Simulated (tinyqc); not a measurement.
Worked calculation (part 2 of 2): UHF in the 6-311g basis, for H2+, spin multiplicity 2. Computed by tinyqc, a small Python program that keeps every step (integrals from PySCF). Command: `OMP_NUM_THREADS=1 python tinyqc.py 20472 20473 out.jsonl` (the two numbers bound the seeds that draw the settings). One thread of a shared host (Intel(R) Xeon(R) Processor @ 2.60GHz), about 0.04 s of CPU time with the checks.

Geometry (angstrom):
```
atom       x       y       z
H     0.0000  0.0000  0.0000
H     0.0000  0.0000  1.3720
```

## Populations, bond orders and dipole

D(alpha) after iteration 2, order 1H 1s, 1H 2s, 1H 3s, 2H 1s, 2H 2s, 2H 3s:
$$\begin{pmatrix}
0.0281 & 0.0679 & 0.0169 & 0.0281 & 0.0679 & 0.0169 \\
0.0679 & 0.1643 & 0.0409 & 0.0679 & 0.1643 & 0.0409 \\
0.0169 & 0.0409 & 0.0102 & 0.0169 & 0.0409 & 0.0102 \\
0.0281 & 0.0679 & 0.0169 & 0.0281 & 0.0679 & 0.0169 \\
0.0679 & 0.1643 & 0.0409 & 0.0679 & 0.1643 & 0.0409 \\
0.0169 & 0.0409 & 0.0102 & 0.0169 & 0.0409 & 0.0102
\end{pmatrix}$$

D(beta) after iteration 2, order 1H 1s, 1H 2s, 1H 3s, 2H 1s, 2H 2s, 2H 3s:
$$\begin{pmatrix}
0.0000 & 0.0000 & 0.0000 & 0.0000 & 0.0000 & 0.0000 \\
0.0000 & 0.0000 & 0.0000 & 0.0000 & 0.0000 & 0.0000 \\
0.0000 & 0.0000 & 0.0000 & 0.0000 & 0.0000 & 0.0000 \\
0.0000 & 0.0000 & 0.0000 & 0.0000 & 0.0000 & 0.0000 \\
0.0000 & 0.0000 & 0.0000 & 0.0000 & 0.0000 & 0.0000 \\
0.0000 & 0.0000 & 0.0000 & 0.0000 & 0.0000 & 0.0000
\end{pmatrix}$$

overlap S, order 1H 1s, 1H 2s, 1H 3s, 2H 1s, 2H 2s, 2H 3s:
$$\begin{pmatrix}
1.0000 & 0.7064 & 0.3737 & 0.0152 & 0.1243 & 0.1975 \\
0.7064 & 1.0000 & 0.7890 & 0.1243 & 0.3345 & 0.4667 \\
0.3737 & 0.7890 & 1.0000 & 0.1975 & 0.4667 & 0.7080 \\
0.0152 & 0.1243 & 0.1975 & 1.0000 & 0.7064 & 0.3737 \\
0.1243 & 0.3345 & 0.4667 & 0.7064 & 1.0000 & 0.7890 \\
0.1975 & 0.4667 & 0.7080 & 0.3737 & 0.7890 & 1.0000
\end{pmatrix}$$

Mulliken: Z minus the diagonal of D S on the atom; Loewdin: the same with S^(1/2) D S^(1/2); Mayer order: 2 sum_s sum (D(s) S)_ij (D(s) S)_ji over the two atoms.

Charges (e):
```
atom  Mulliken  Loewdin  Mulliken spin
1H      0.5000   0.5000         0.5000
2H      0.5000   0.5000         0.5000
```

Mayer bond orders:
```
pair   order
2-1   0.5000
```

dipole moment about the origin, x y z (debye): [0.0000, 0.0000, 3.2950]

<S^2> of the determinant (pure state: 0.75) = 0.7500
